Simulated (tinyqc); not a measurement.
The fan of levels: Landau levels of massive Dirac electrons in two valleys.

H = hv (tau kx sx + ky sy) + (D/2) sz. Conduction levels E_N = sqrt(D^2/4 + 2N hv^2/l^2) - D/2 from the band edge; N = 1, 2, ... occur in both valleys, N = 0 in one valley only (its partner in the other valley lies at the valence edge). Each state is twofold in spin; spin splittings are left out.

In a field B along z: l = 1/sqrt((e/hbar) B) is the magnetic length, n_B = B/(h/e) the number of states per area in one level, hbar wc = 2 muB B/m for mass m in m0; 1/angstrom^2 = 1e16/cm^2.

Constants: e/hbar = 1.519267448e-05 1/(T angstrom^2); h/e = 413566.7697 T angstrom^2; muB = 5.788381798e-05 eV/T.

Inputs chosen for the exercise (out of a larger set: a gapped graphene sheet; not measured data):
- hv = 6.74 eV angstrom (hbar v)
- D = 0.15 eV (gap)
- Bs = (1, 2, 3, 5, 7, 10, 14) T (fields)

The four lowest levels against B, with their labels in order.

Levels (meV):

| B (T) | first | second | third | fourth | order |
|---|---|---|---|---|---|
| 1.00 | 0.00 | 8.70 | 16.57 | 23.82 | 0 1 2 3 |
| 2.00 | 0.00 | 16.57 | 30.58 | 42.93 | 0 1 2 3 |
| 3.00 | 0.00 | 23.82 | 42.93 | 59.34 | 0 1 2 3 |
| 5.00 | 0.00 | 36.92 | 64.39 | 87.27 | 0 1 2 3 |
| 7.00 | 0.00 | 48.64 | 82.95 | 111.04 | 0 1 2 3 |
| 10.0 | 0.00 | 64.39 | 107.30 | 141.88 | 0 1 2 3 |
| 14.0 | 0.00 | 82.95 | 135.41 | 177.19 | 0 1 2 3 |

The fourth level grows as B^0.85 over the first two rows and B^0.66 over the last two (1 for a parabolic band without a fixed offset such as a valley splitting, 1/2 for massless Dirac electrons). The order of the levels does not change. Level 1 follows hbar wc = 2 hv^2/(l^2 D) while that is small against D: 128.8 meV against 83.0 meV in the last row.

Run: tinyqc, `OMP_NUM_THREADS=1 python tinyqc.py 1281115 1281116 out.jsonl`; Intel(R) Xeon(R) Processor @ 2.30GHz, one thread, shared host; about 0.01 s of CPU time with all checks.
